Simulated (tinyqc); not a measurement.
# Worked calculation: electron continuity equation in a given potential, Scharfetter-Gummel discretisation

Computed by the program tinyqc: `OMP_NUM_THREADS=1 python tinyqc.py 2220128 2220129 out.jsonl`, one thread of a shared Intel Xeon 2.30GHz, about 0.01 s for the whole run. Printed values are rounded.

Steady state in one dimension: J = q mu n E + q D dn/dx with E = -dpsi/dx and D = mu Vt, dJ/dx = q (n/tau - G), fixed densities nL and nR at the ends. The potential is given, psi = U (x/L)^2, and is not changed by the electrons.

Values chosen for this exercise; mobility that of a made-up semiconductor: temperature T = 250 K; electron mobility mu = 1130 cm^2/(V s); length of the region L = 8.4 um; density at x = 0 nL = 1.1e15 cm^-3; density at x = L nR = 2.4e14 cm^-3; lifetime tau = 4.9e-9 s; uniform generation rate G = 0 cm^-3 s^-1; potential difference psi(L) - psi(0) U = 0.2 V.

Constants: q = 1.602176634e-19 C, kB = 1.380649e-23 J/K, Vt = kB T/q. Results are converted to the units shown.

## Potential on the mesh

8 equal intervals, h = L/8; psi = U (x/L)^2.

| node | psi (V) |
|---|---|
| 0 | 0.000000 |
| 1 | 0.003125 |
| 2 | 0.012500 |
| 3 | 0.028125 |
| 4 | 0.050000 |
| 5 | 0.078125 |
| 6 | 0.112500 |
| 7 | 0.153125 |
| 8 | 0.200000 |

## Bernoulli factors

d_i = (psi_(i+1) - psi_i)/Vt; B(d) = d/(exp(d) - 1), B(0) = 1. The flux on interval i is J_i = (q D/h) [n_(i+1) B(d_i) - n_i B(-d_i)].

| interval | d_i | B(d_i) | B(-d_i) |
|---|---|---|---|
| 0 | 0.14506 | 0.929225 | 1.07428 |
| 1 | 0.43517 | 0.798147 | 1.23332 |
| 2 | 0.72528 | 0.680815 | 1.40610 |
| 3 | 1.01540 | 0.576780 | 1.59218 |
| 4 | 1.30551 | 0.485398 | 1.79091 |
| 5 | 1.59562 | 0.405867 | 2.00149 |
| 6 | 1.88573 | 0.337269 | 2.22300 |
| 7 | 2.17585 | 0.278610 | 2.45446 |

The largest |d_i| is 2.18, above 2, where central differences lose the sign pattern that keeps densities positive.

## Tridiagonal system for the inner nodes

Row i (1 to 7): B(-d_(i-1)) n_(i-1) + b_i n_i + B(d_i) n_(i+1) = f_i with b_i = -B(-d_i) - B(d_(i-1)) - h^2/(D tau) and f_i = -G h^2/D; the known end values are moved to the right: f_1 loses B(-d_0) nL and f_7 loses B(d_7) nR. h = L/8, D = mu Vt.

| node | diagonal b | right side f (cm^-3) |
|---|---|---|
| 1 | -2.25497 | -1.18171e15 |
| 2 | -2.29667 | 0 |
| 3 | -2.36542 | 0 |
| 4 | -2.46011 | 0 |
| 5 | -2.57931 | 0 |
| 6 | -2.72130 | 0 |
| 7 | -2.88415 | -6.68665e13 |

## Densities and current

B(d) = d/(exp(d) - 1) with d_i = (psi_(i+1) - psi_i)/Vt; b and f are the diagonal and right side of the balance equations. Solve B(-d_(i-1)) n_(i-1) + b_i n_i + B(d_i) n_(i+1) = f_i (end values already in f), then J_i = (q D/h) [n_(i+1) B(d_i) - n_i B(-d_i)], h = L/8, D = mu Vt.

| node | n (cm^-3) |
|---|---|
| 0 | 1.1e15 |
| 1 | 6.91991e14 |
| 2 | 4.74482e14 |
| 3 | 3.47062e14 |
| 4 | 2.66616e14 |
| 5 | 2.12857e14 |
| 6 | 1.76266e14 |
| 7 | 1.59043e14 |
| 8 | 2.4e14 |

| interval | J (A/cm^2) |
|---|---|
| 0 | -20.0104 |
| 1 | -17.6346 |
| 2 | -16.0056 |
| 3 | -14.8140 |
| 4 | -13.8987 |
| 5 | -13.1679 |
| 6 | -12.5627 |
| 7 | -12.0167 |

Against a mesh 200 times finer the densities are off by at most 1.2 % of their local values.
